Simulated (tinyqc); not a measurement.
Worked calculation: plane-wave Kohn-Sham cycle with exchange-only LDA in a layered model solid. One step of it, computed by the program tinyqc.

Task: Iteration 1: potential. V_H(G) = 4 pi rho(G)/G^2 for G != 0 (uniform background); v_x = -(3 rho/pi)^(1/3); V = V_ext + V_H + v_x; Fourier components f(G_m) = (1/N) sum_j f(x_j) exp(-i G_m x_j).

A solid whose potential varies along x alone (atomic units):
```
parameter                      value
period a                    9.800000
cross-section of the cell  21.000000
electrons per cell                 2
grid points                       16
plane waves -n..n, n               2
k points                           4
V1 in V1 cos(2 pi x/a)     -0.370000
V2 in V2 cos(4 pi x/a)     -0.180000
```

density at the start, on the grid x_j = j a/N (e/bohr^3): [0.00971817, 0.00971817, 0.00971817, 0.00971817, 0.00971817, 0.00971817, 0.00971817, 0.00971817, 0.00971817, 0.00971817, 0.00971817, 0.00971817, 0.00971817, 0.00971817, 0.00971817, 0.00971817]

Give: Potentials on the grid; V(G_m), m = 0, 1, 2, ....

Result:

Potentials on the grid (hartree):
```
x         V_ext     V_H      v_x        V
0.0000  -0.5500  0.0000  -0.2101  -0.7601
0.6125  -0.4691  0.0000  -0.2101  -0.6793
1.2250  -0.2616  0.0000  -0.2101  -0.4718
1.8375  -0.0143  0.0000  -0.2101  -0.2245
2.4500   0.1800  0.0000  -0.2101  -0.0301
3.0625   0.2689  0.0000  -0.2101   0.0587
3.6750   0.2616  0.0000  -0.2101   0.0515
4.2875   0.2146  0.0000  -0.2101   0.0044
4.9000   0.1900  0.0000  -0.2101  -0.0201
5.5125   0.2146  0.0000  -0.2101   0.0044
6.1250   0.2616  0.0000  -0.2101   0.0515
6.7375   0.2689  0.0000  -0.2101   0.0587
7.3500   0.1800  0.0000  -0.2101  -0.0301
7.9625  -0.0143  0.0000  -0.2101  -0.2245
8.5750  -0.2616  0.0000  -0.2101  -0.4718
9.1875  -0.4691  0.0000  -0.2101  -0.6793
```

V(G_m), m = 0, 1, 2, ... (hartree): [-0.2101, -0.1850, -0.0900, 0.0000, 0.0000]
